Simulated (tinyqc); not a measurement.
Plane-wave Kohn-Sham cycle with exchange-only LDA in a layered model solid, step by step. One step of it, computed by the program tinyqc.

Task: Iteration 1: potential. V_H(G) = 4 pi rho(G)/G^2 for G != 0 (uniform background); v_x = -(3 rho/pi)^(1/3); V = V_ext + V_H + v_x; Fourier components f(G_m) = (1/N) sum_j f(x_j) exp(-i G_m x_j).

A solid whose potential varies along x alone (atomic units):
```
parameter,value
period a,8.300000
cross-section of the cell,31.000000
electrons per cell,2
grid points,16
"plane waves -n..n, n",3
k points,4
V1 in V1 cos(2 pi x/a),-0.140000
V2 in V2 cos(4 pi x/a),-0.180000
```

density at the start, on the grid x_j = j a/N (e/bohr^3): 0.00777303  0.00777303  0.00777303  0.00777303  0.00777303  0.00777303  0.00777303  0.00777303  0.00777303  0.00777303  0.00777303  0.00777303  0.00777303  0.00777303  0.00777303  0.00777303

Give: Potentials on the grid; V(G_m), m = 0, 1, 2, ....

Result:

Potentials on the grid (hartree):
```
x,V_ext,V_H,v_x,V
0.000,-0.320,0.000,-0.195,-0.515
0.519,-0.257,0.000,-0.195,-0.452
1.038,-0.099,0.000,-0.195,-0.294
1.556,0.074,0.000,-0.195,-0.121
2.075,0.180,0.000,-0.195,-0.015
2.594,0.181,0.000,-0.195,-0.014
3.112,0.099,0.000,-0.195,-0.096
3.631,2.06e-03,0.000,-0.195,-0.193
4.150,-0.040,0.000,-0.195,-0.235
4.669,2.06e-03,0.000,-0.195,-0.193
5.188,0.099,0.000,-0.195,-0.096
5.706,0.181,0.000,-0.195,-0.014
6.225,0.180,0.000,-0.195,-0.015
6.744,0.074,0.000,-0.195,-0.121
7.263,-0.099,0.000,-0.195,-0.294
7.781,-0.257,0.000,-0.195,-0.452
```

V(G_m), m = 0, 1, 2, ... (hartree): -0.195  -0.070  -0.090  0.000  0.000  0.000  0.000
